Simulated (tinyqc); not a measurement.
Effective mass of the heavy-hole band from tabulated energies: one step. Least squares over all points. The numbers come from values chosen for the exercise (band of an eight-band Kane model near CdTe).

c = hbar^2/2m0.
Constants: hbar^2/2m0 = 3.80998211 eV angstrom^2.

Energies along [110], from the band edge downward:
```
k (1/angstrom)     E (meV)
0.0000000         0.000000
0.0300000         4.953000
0.0600000        19.761000
0.0900000        44.271800
0.1200000        78.233400
0.1500000       121.299500
0.1800000       173.040000
0.2100000       232.959500
0.2400000       300.526600
```

reference mass (curvature of the model at k = 0.0001 1/angstrom) = 0.6917126 m0

Task: Fit E = a k^2 (a = sum k^2 E/sum k^4), then E = a k^2 + b k^4 from the normal equations; E in eV; m = c/a.

Give: sums of k^4, k^6, k^8; sums of k^2 E, k^4 E; a, one term; a and b, two terms; m, one and two terms.

Result:

sums of k^4, k^6, k^8: 0.0071053  0.00032584  1.6196e-05

sums of k^2 E, k^4 E: 0.037480  0.0017126

a, one term = 5.2750 eV angstrom^2

a and b, two terms: 5.502  -4.944

m, one and two terms (m0): 0.72228  0.69251

The parabola over all points errs by +4.4 % because the weights k^4 favour the outer points; the second term brings the error to +0.1 %.

tinyqc: `OMP_NUM_THREADS=1 python tinyqc.py 1881039 1881040 out.jsonl`; about 0.01 s, one thread, shared Intel(R) Xeon(R) Processor @ 2.30GHz.
